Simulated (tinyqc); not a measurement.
p-n heterojunction, non-linear Poisson equation by Newton steps, Boltzmann statistics: effect of the conduction-band offset Ec2 - Ec1.

One dimension, material 1 (p-type) at x < 0 and material 2 (n-type) at x > 0. Band edges: Ec = -psi in material 1 and -psi + dEc in material 2, Ev = Ec - Eg. Flat quasi-Fermi levels: 0 for holes, +V for electrons. n = Nc F((EFn - Ec)/Vt), p = Nv F((Ev - EFp)/Vt), with F(eta) = exp(eta) (Boltzmann statistics); full ionisation, no interface charge, classical densities; the doping types are chosen for the exercise.

Exact first integral: on each side D^2/(2 eps0 er) = G, G = q [Vt (nI_j - nI_b) + Vt (pI_j - pI_b) - C (psi_j - psi_b)], with C = -N1 or +N2, b the neutral end of that side, and nI, pI the densities themselves. D is continuous, so er1 G1(psi_j) = er2 G2(psi_j) fixes psi_j. Ends from Nv1 F((-psi_L - Eg1)/Vt) = N1 and Nc2 F((V + psi_R - dEc)/Vt) = N2. D is counted positive when psi rises towards material 2. Depletion (Anderson) capacitance C^2 = q eps0 er1 er2 N1 N2/(2 (er1 N1 + er2 N2)(psi_R - psi_L)). -dD/dV is the change of the displacement at the interface with both quasi-Fermi levels flat; it is the terminal capacitance only while neither side holds an inversion layer. n_j and p_j are densities at the interface.

Inputs (values chosen for the exercise); band and dielectric values close to those of amorphous and crystalline silicon:
- T = 400 K (temperature)
- Eg1 = 1.72 eV (band gap of material 1)
- er1 = 11.8 (relative permittivity of material 1)
- Nc1 = 1.55e20 cm^-3 (conduction-band density of states of material 1)
- Nv1 = 1.54e20 cm^-3 (valence-band density of states of material 1)
- Eg2 = 1.11 eV (band gap of material 2)
- er2 = 11.7 (relative permittivity of material 2)
- Nc2 = 4.34e19 cm^-3 (conduction-band density of states of material 2)
- Nv2 = 4.11e19 cm^-3 (valence-band density of states of material 2)
- N1 = 2e17 cm^-3 (acceptor density of material 1)
- N2 = 3e18 cm^-3 (donor density of material 2)
- V = -3 V (bias of side 1 against side 2)

Constants: q = 1.602176634e-19 C, kB = 1.380649e-23 J/K, Vt = kB T/q, eps0 = 8.8541878128e-14 F/cm where lengths are in cm. Results are converted to the units shown.

Result of one run:

| dEc (eV) | psi_R - psi_L (V) | psi_j - psi_L (V) | psi_R - psi_j (V) | D/q (cm^-2) | n_j in 1 (cm^-3) | p_j in 2 (cm^-3) | -dD/dV (nF/cm^2) | depletion C (nF/cm^2) |
|---|---|---|---|---|---|---|---|---|
| -0.44 | 3.959 | 3.679 | 0.2795 | 3.083e12 | 9.212e9 | 3.253e-28 | 63.50 | 62.94 |

What becomes of these results when the conduction-band offset Ec2 - Ec1 dEc is changed from -0.44 to 0.01 eV, all else the same?

Result of the changed run:

| dEc (eV) | psi_R - psi_L (V) | psi_j - psi_L (V) | psi_R - psi_j (V) | D/q (cm^-2) | n_j in 1 (cm^-3) | p_j in 2 (cm^-3) | -dD/dV (nF/cm^2) | depletion C (nF/cm^2) |
|---|---|---|---|---|---|---|---|---|
| 0.01 | 4.409 | 4.101 | 0.3079 | 3.257e12 | 1.891e15 | 7.411e-28 | 60.08 | 59.65 |

The whole series:

| dEc (eV) | psi_R - psi_L (V) | psi_j - psi_L (V) | psi_R - psi_j (V) | D/q (cm^-2) | n_j in 1 (cm^-3) | p_j in 2 (cm^-3) | -dD/dV (nF/cm^2) | depletion C (nF/cm^2) |
|---|---|---|---|---|---|---|---|---|
| -0.44 | 3.959 | 3.679 | 0.2795 | 3.083e12 | 9.212e9 | 3.253e-28 | 63.50 | 62.94 |
| -0.36 | 4.039 | 3.754 | 0.2846 | 3.115e12 | 8.106e10 | 3.766e-28 | 62.86 | 62.32 |
| -0.29 | 4.109 | 3.820 | 0.2890 | 3.142e12 | 5.435e11 | 4.280e-28 | 62.31 | 61.78 |
| -0.22 | 4.179 | 3.885 | 0.2934 | 3.169e12 | 3.644e12 | 4.864e-28 | 61.78 | 61.27 |
| -0.14 | 4.259 | 3.960 | 0.2984 | 3.200e12 | 3.206e13 | 5.630e-28 | 61.18 | 60.69 |
| -0.07 | 4.329 | 4.026 | 0.3028 | 3.227e12 | 2.150e14 | 6.399e-28 | 60.67 | 60.19 |
| 0.01 | 4.409 | 4.101 | 0.3079 | 3.257e12 | 1.891e15 | 7.411e-28 | 60.08 | 59.65 |
| 0.09 | 4.489 | 4.176 | 0.3131 | 3.288e12 | 1.656e16 | 8.617e-28 | 59.24 | 59.11 |
| 0.16 | 4.559 | 4.240 | 0.3185 | 3.320e12 | 1.079e17 | 1.008e-27 | 57.04 | 58.66 |

As dEc goes from -0.44 to 0.16, the total bending rises from 3.96 to 4.56 V and the sheet charge D/q rises from 3.08e12 to 3.32e12 cm^-2; the share of the bending in material 1 stays near 93.0 %. The alignment is staggered for dEc = 0.01, 0.09, 0.16 eV. The capacitance departs most from the depletion formula at dEc = 0.16, where it is 2.7 % below it.

tinyqc, about 0.03 s, one thread, Intel Xeon 2.30GHz (shared host): `OMP_NUM_THREADS=1 python tinyqc.py 2040071 2040072 out.jsonl`
